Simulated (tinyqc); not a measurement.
Two-valley model of the transferred-electron effect: one step, computed by the program tinyqc.

Both kinds of valley share one electron temperature T_e, and each has a constant mobility.

Task: Velocity. Density-of-states ratio R = Z (m2/m1)^(3/2); n2/n1 = R exp(-dE/(k_B T_e)); mean mobility mu = (mu1 + mu2 n2/n1)/(1 + n2/n1); energy balance e mu F^2 = (3/2) k_B (T_e - T)/tau_E; v = mu F.

Inputs (values chosen for the exercise, modelled on CdTe):
```
quantity,value,unit
central-valley mass m1,0.098,m_0
satellite-valley mass m2,0.28,m_0
satellite valleys Z,4,-
valley separation dE,0.51,eV
central-valley mobility mu1,1000,cm^2/(V s)
satellite-valley mobility mu2,89,cm^2/(V s)
lattice temperature T,77,K
electric field F,38,kV/cm
```

Solver: damped fixed point.

electron temperature T_e = 3076.226 K

Constants: k_B = 8.617333262e-05 eV/K.

Give: share in the satellites; mean mobility; drift velocity.

Result:

share in the satellites = 73.83 %

mean mobility = 327.4 cm^2/(V s)

drift velocity = 1.244 1e7 cm/s

Caution: T_e exceeds 3000 K, outside the range of a Maxwellian in parabolic valleys.
